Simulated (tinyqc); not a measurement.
Worked calculation: ellipsoidal valleys in the axes of a wafer and a channel. Values are carried at full precision from step to step, so a last printed digit may differ when a step is redone from the rounded ones.

Valleys with axes a along [111], [1-1-1], [-11-1] and [-1-11], one whole valley each; inverse mass tensor w = 1/mt + (1/ml - 1/mt) a a. Device axes: z = nz/|nz|, x = nx/|nx|, y = z cross x; in them a = (ax, ay, az). Confinement mass mz = 1/w_zz. In the plane w_ij is replaced by u_ij = w_ij - w_iz w_jz/w_zz (i, j = x, y); density-of-states mass md = 1/sqrt(det u); conductivity mass along x mc = 1/u_xx; ballistic transport mass mx = u_yy/det u, width mass my = 1/u_yy.

Constants: hbar^2/2m0 = 3.80998211 eV angstrom^2; kB = 8.617333262e-05 eV/K.

Inputs chosen for the exercise (near those of the L valleys of GaAs; not measured data):
```
symbol  value       unit  meaning
ml      1.884       m0    longitudinal mass
mt      0.075       m0    transverse mass
nz      (1, 1, 3)         surface normal (confinement)
nx      (1, -1, 0)        channel direction
t       4.7         nm    thickness of the film
T       77          K     temperature
```

## Device axes and valley axes

Give the rows x, y, z in cubic components and each valley axis in device components.

device axes:
```
,[100],[010],[001]
x,0.7071,-0.7071,0.0000
y,0.6396,0.6396,-0.4264
z,0.3015,0.3015,0.9045
```

valley axes:
```
,ax,ay,az
[111],0.0000,0.4924,0.8704
[1-1-1],0.8165,0.2462,-0.5222
[-11-1],-0.8165,0.2462,-0.5222
[-1-11],0.0000,-0.9847,0.1741
```

## Tensors of the valley [-11-1]

Form w and the reduced tensor u.

w (1/m0):
```
,x,y,z
x,4.7983,2.5734,-5.4590
y,2.5734,12.5574,1.6460
z,-5.4590,1.6460,9.8417
```

u (1/m0):
```
,x,y
x,1.7703,3.4864
y,3.4864,12.2821
```

The axis is tilted against the normal, so w_xz or w_yz is not zero and the reduction changes the masses in the plane.

## Masses of all valleys

Give mz, md, mc, mx and my.

Masses (m0):
```
valley,mz,md,mc,mx,my
[111],0.27515,0.19625,0.07500,0.07500,0.51355
[1-1-1],0.10161,0.32295,0.56488,1.28100,0.08142
[-11-1],0.10161,0.32295,0.56488,1.28100,0.08142
[-1-11],0.07725,0.37039,0.07500,0.07500,1.82918
```

mz md^2 = ml mt^2 = 0.01060 for every valley, so a heavy confinement mass comes with a small density of states. The heaviest mz is 0.275, for [111].

## Subbands and shares in a film

Hard walls: E_n = c (n pi/t)^2/mz, c = hbar^2/2m0, n = 1, 2, 3. Non-degenerate share of a valley proportional to md sum_n exp(-E_n/kT); mean 1/mc = sum of share/mc. 1 nm = 10 angstrom.

Give the ladders, the shares and the mean conductivity mass.

Subbands:
```
valley,E1 (meV),E2 (meV),E3 (meV),share
[111],61.9,247.5,556.8,1.000
[1-1-1],167.5,670.1,1507.8,0.000
[-11-1],167.5,670.1,1507.8,0.000
[-1-11],220.4,881.5,1983.3,0.000
```

mean mc = 0.0750 m0

The lowest ladder ([111]) holds 100 % of the electrons in these valleys, the next starts 106 meV higher.

## Checks

- mz md^2 against ml mt^2: they agree to 1e-10 or better.
- mx my against md^2: they agree to 1e-10 or better.

Program tinyqc; command `OMP_NUM_THREADS=1 python tinyqc.py 1850555 1850556 out.jsonl`; about 0.02 s on one thread of a shared Intel(R) Xeon(R) Processor @ 2.30GHz.
